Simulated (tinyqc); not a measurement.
Trap density from the barrier height.

Inverse problem. In a partly depleted grain with all boundary traps filled, 2 N W = Qt and VB = q N W^2/(2 eps0 eps_r). Find Qt, W and the doping at which VB would equal Vt.

Inputs (values chosen for the exercise): temperature T = 300 K; relative permittivity eps_r = 11.7.

Constants: q = 1.602176634e-19 C, kB = 1.380649e-23 J/K, Vt = kB T/q, eps0 = 8.8541878128e-14 F/cm where lengths are in cm. Results are converted to the units shown.

doping = 7.7e17 cm^-3
barrier height = 0.16972342 V

Answer. Eliminating W gives VB = q Qt^2/(8 eps0 eps_r N), which falls as 1/N.

Qt = 2.600e12 cm^-2
W = 16.88 nm
doping for VB = Vt = 5.055e18 cm^-3

Numbers from tinyqc (`OMP_NUM_THREADS=1 python tinyqc.py 2830095 2830096 out.jsonl`; about 0.01 s on one thread of a shared Intel Xeon 2.30GHz).
